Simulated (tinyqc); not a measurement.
# Undoped gate-all-around wire MOSFET, analytic charge model: effects of single changes

An undoped round wire of radius R under an insulator shell and a surrounding gate; long channel, electrons only, n = ni exp((psi - V)/Vt) with V the quasi-Fermi potential (0 at the source, Vd at the drain), constant mobility, no quantisation. The radial Poisson equation gives n(r) = n(0)/(1 - (1 - b) r^2/R^2)^2 with b = Q0/(Q + Q0). Q is the electron charge per area of the wire surface.

Inputs (values chosen for the exercise); material values close to those of silicon:
```
symbol,value,unit,meaning
T,300,K,temperature
Eg,1.12,eV,band gap
eps_r,11.7,,relative permittivity of the semiconductor
Nc,2.82e19,cm^-3,conduction-band density of states at T
Nv,2.68e19,cm^-3,valence-band density of states at T
eox,4.09,,relative permittivity of the gate insulator
tox,2.1,nm,insulator thickness
R,3,nm,wire radius
dphi,-0.03,V,gate work function less that of the intrinsic body
mu,460,cm^2/(V s),channel mobility
L,0.2,um,gate length
Vd,0.8,V,drain voltage
```

Constants: q = 1.602176634e-19 C, kB = 1.380649e-23 J/K, Vt = kB T/q, eps0 = 8.8541878128e-14 F/cm where lengths are in cm. Results are converted to the units shown.

Each table varies one quantity; the others keep the values above.

## Effect of the wire radius

ni = sqrt(Nc Nv) exp(-Eg/(2 Vt)), Eg in volts; Cox = eps0 eox/(R ln(1 + tox/R)); Q0 = 4 eps0 eps_r Vt/R; V0 = dphi + Vt ln[8 eps0 eps_r Vt/(q ni R^2)]. Q solves Vg - V0 - V = Q/Cox + Vt ln(Q/Q0) + Vt ln(1 + Q/Q0). I = mu (2 pi R/L)[2 Vt (Qs - Qd) + (Qs^2 - Qd^2)/(2 Cox) + Vt Q0 ln((Qd + Q0)/(Qs + Q0))], with Qs at V = 0 and Qd at V = Vd.  I(low) is taken at Vg = 0.26 V, Qs and I(high) at Vg = 1.01 V.

Results:
```
R (nm),V0 (V),I(low) (nA),Qs(high) (nC/cm^2),I(high) (uA)
1,0.5709,0.002396,1322,4.609
1.4,0.5535,0.004696,1188,5.927
2.7,0.5195,0.01746,1011,10.08
3.8,0.5019,0.03459,950.1,13.55
5.4,0.4837,0.06984,903.9,18.58
7.5,0.4667,0.1347,872.0,25.17
```

Estimate the missing row, R = 2 nm.

Computed row:
```
R (nm),V0 (V),I(low) (nA),Qs(high) (nC/cm^2),I(high) (uA)
2,0.5351,0.009583,1080,7.858
```

With this row back in the table: As R goes from 1 to 7.5 nm, I(low) rises from 0.00240 to 0.135 nA and I(high) rises from 4.61 to 25.2 uA. On average I(low) goes as R^(2.00) and I(high) goes as R^(0.84). Below threshold the charge is proportional to the cross-section of the body; above it the insulator sets the charge. In every row the surface density at the source at the higher gate voltage passes 0.3 Nc, where Boltzmann statistics fail. In every row mu V/L at the higher gate voltage, with V the smaller of Vd and Vg - V0, passes 3e6 cm/s, so velocity saturation would lower the current. For R = 1 to 5.4 nm the body is thin enough for quantum confinement, left out here, to raise the threshold.

## Output curve

Same model as above.

I = mu (2 pi R/L)[2 Vt (Qs - Qd) + (Qs^2 - Qd^2)/(2 Cox) + Vt Q0 ln((Qd + Q0)/(Qs + Q0))], with Qs at V = 0 and Qd at V = Vd.

In this table Vg = 1.03 V.

Results:
```
Vd (V),Qd (nC/cm^2),Qd/Qs,I (uA)
0.1,826.33,0.80119,4.0255
0.19,645.82,0.62617,6.8961
0.37,304.91,0.29563,10.582
0.46,155.04,0.15032,11.473
0.56,33.531,0.032510,11.855
0.65,1.9213,0.0018628,11.903
0.74,0.061326,5.9460e-5,11.905
0.83,0.0018890,1.8315e-6,11.905
```

Estimate the missing row, Vd = 0.28 V.

Computed row:
```
Vd (V),Qd (nC/cm^2),Qd/Qs,I (uA)
0.28,470.92,0.45659,9.0726
```

With this row back in the table: The current rises from 4.03 to 11.9 uA, while the charge at the drain end falls from 0.80 to 1.8e-6 of that at the source. The current first comes within 1 % of its last value at Vd = 0.56 V among the rows. Over the last rows Qd falls by a factor of e for each Vt of drain voltage: the drain end is in weak inversion. In every row the surface density at the source passes 0.3 Nc, where Boltzmann statistics fail. For Vd = 0.19 to 0.83 V mu V/L, with V the smaller of Vd and Vg - V0, passes 3e6 cm/s, so velocity saturation would lower the current. In every row the body is thin enough for quantum confinement, left out here, to raise the threshold.

## Effect of the insulator thickness

Same model as above.

The same in every row: V0 (V) = 0.5141.

Effect of the insulator thickness:
```
tox (nm),I(low) (nA),Qs(high) (nC/cm^2),I(high) (uA)
0.7,0.02156,2281,23.90
1,0.02156,1719,18.42
1.5,0.02156,1263,13.84
2.1,0.02156,990.1,11.03
3,0.02156,776.6,8.786
4.4,0.02156,610.1,7.003
6.3,0.02156,496.0,5.762
```

What does the table show?

As tox goes from 0.7 to 6.3 nm, I(low) stays near 0.0216 nA and I(high) falls from 23.9 to 5.76 uA. On average I(low) is independent of tox and I(high) goes as tox^(-0.65). Below threshold no voltage drops over the insulator in this long-channel model, so its thickness does not matter there. In every row the surface density at the source at the higher gate voltage passes 0.3 Nc, where Boltzmann statistics fail. In every row mu V/L at the higher gate voltage, with V the smaller of Vd and Vg - V0, passes 3e6 cm/s, so velocity saturation would lower the current. In every row the body is thin enough for quantum confinement, left out here, to raise the threshold.

Program tinyqc, `OMP_NUM_THREADS=1 python tinyqc.py 2460109 2460110 out.jsonl`; Intel Xeon 2.30GHz, shared host, one thread, about 0.03 s.
